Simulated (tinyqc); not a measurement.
Stretching all distances: RHF, UHF, MP2, CISD and CCSD against full CI in the sto-6g basis, for BeH2, spin multiplicity 1. Computed by the program tinyqc with PySCF. 

Geometry (angstrom):
```
atom,x,y,z
Be,0.0000,0.0000,0.0000
H,0.0000,1.3030,0.0000
H,0.0000,-1.3090,0.0000
```

All coordinates are multiplied by the scale. c0^2 is the weight of the RHF determinant in the lowest singlet FCI state (UHF is spin-contaminated and may lie near states of higher spin) and n(LUMO) the first natural occupation beyond the occupied space.

Full CI energy (hartree) and errors against it (kcal/mol):
```
scale,distance 1-2 (angstrom),E(FCI),RHF,UHF,MP2,CISD,CCSD,<S^2> UHF,c0^2,n(LUMO)
0.9000,1.1727,-15.743961,18.5291,18.5291,5.8059,0.3322,0.1868,0.0000,0.9789,0.0197
1.1600,1.5115,-15.736314,28.2631,28.2631,10.3399,0.8153,0.3777,0.0000,0.9583,0.0465
1.4100,1.8372,-15.652312,45.5621,45.5621,19.1191,2.4580,1.0308,0.0000,0.9075,0.1139
1.6600,2.1630,-15.567260,73.8255,45.7419,34.5196,7.2451,3.0333,1.0015,0.7926,0.2785
1.9200,2.5018,-15.513167,118.9682,31.3967,60.3994,16.1829,5.0476,1.2853,0.5434,0.6409
```

UHF parts from RHF first at scale 1.66 of those listed, where <S^2> leaves zero. The weight c0^2 goes from 0.98 to 0.54 and n(LUMO) from 0.02 to 0.64: static correlation grows as the bonds break into open-shell fragments. The spread of the error along the curve, which distorts its shape, is CCSD 4.9, CISD 15.9, UHF 27.2, MP2 54.6, RHF 100.4 kcal/mol. The table stops here: at scale 2.17 and beyond, the reference weight falls under 0.45 or RHF, UHF or CCSD hop between solutions, so those rows were left out and the spreads given cover only the rows shown. As computed, partly on other solutions, the errors there reach in size RHF 250, UHF 32, MP2 225, CISD 23, CCSD 2 kcal/mol.
